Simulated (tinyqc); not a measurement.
Resistance of a source-drain extension with a graded tip: two steps of the calculation.

y runs along the channel, the gate covers y > 0. The doping is N0 for y < y0 and N0 10^(-(y - y0)/la) beyond, uniform over the depth xj. Sheet conductance s(y) = q mu(N) max(N - Nch, 0) xj + (for y > 0) ma Cox Vo, with mu(N) = u0 + (u1 - u0)/(1 + (N/Nr)^au) and Cox = eps0 eox/tox. Current is taken as one-dimensional; depletion of the tip, spreading and the contact are left out. The metallurgical junction lies at yj, where N = Nch.

Values chosen for this exercise; mobility law close to that of electrons in silicon: relative permittivity of the gate insulator (close to silicon dioxide) eox = 3.9; insulator thickness tox = 1.3 nm; active doping of the extension far from the gate N0 = 6.1e19 cm^-3; lateral abruptness la = 6.3 nm/decade; position under the gate where the fall begins (gate edge at 0) y0 = 3.8 nm; depth of the extension xj = 13 nm; channel doping Nch = 3.4e17 cm^-3; gate overdrive Vo = 0.57 V; mobility of the gate-induced layer ma = 190 cm^2/(V s); mobility at low doping u1 = 1414 cm^2/(V s); mobility at high doping u0 = 68.5 cm^2/(V s); reference doping Nr = 9.2e16 cm^-3; exponent au = 0.711; gate length Lg = 50 nm.

Constants: q = 1.602176634e-19 C, eps0 = 8.8541878128e-14 F/cm where lengths are in cm. Results are converted to the units shown.

Question 1. Sheet resistances and junction position. yj = y0 + la log10(N0/Nch); sheet resistance of the full extension 1/[q mu(N0)(N0 - Nch) xj] and of the gate-induced layer 1/(ma Cox Vo); metallurgical length Lg - 2 yj; ye is where the doped and the gate-induced conductances are equal.

Give: yj; sheet resistance of the extension; sheet resistance of the induced layer; metallurgical length; ye; N at ye.

Answer 1.

yj = 18.00 nm
sheet resistance of the extension = 969.5 ohm/square
sheet resistance of the induced layer = 3476 ohm/square
metallurgical length = 14.00 nm
ye = 7.967 nm
N at ye = 1.330e19 cm^-3

The gate takes over 10.0 nm before the junction, where N is still 39.1 times the channel doping.

Question 2. Resistance of the overlapped part. Midpoint rule on 12 equal steps from 0 to yj: R_ov = sum h/s(y), per width.

Give: y; N; doped conductance; sheet resistance; R_ov.

Answer 2.

```
point   y (nm)  N (cm^-3)  doped conductance (uS)  sheet resistance (ohm/square)
0      0.74997  6.1000e19                  1031.4                         758.08
1       2.2499  6.1000e19                  1031.4                         758.08
2       3.7498  6.1000e19                  1031.4                         758.08
3       5.2498  3.5909e19                  648.71                         1067.9
4       6.7497  2.0755e19                  410.16                         1433.0
5       8.2497  1.1996e19                  265.55                         1807.6
6       9.7496  6.9334e18                  175.79                         2157.7
7       11.250  4.0074e18                  118.06                         2464.7
8       12.749  2.3162e18                  78.955                         2727.6
9       14.249  1.3387e18                  50.544                         2956.7
10      15.749  7.7376e17                  28.110                         3166.7
11      17.249  4.4722e17                  8.8981                         3371.9
```

R_ov = 35.141 ohm um

Computed by the program tinyqc: `OMP_NUM_THREADS=1 python tinyqc.py 2282144 2282145 out.jsonl`, one thread of a shared Intel Xeon 2.30GHz, about 0.03 s for the whole run.
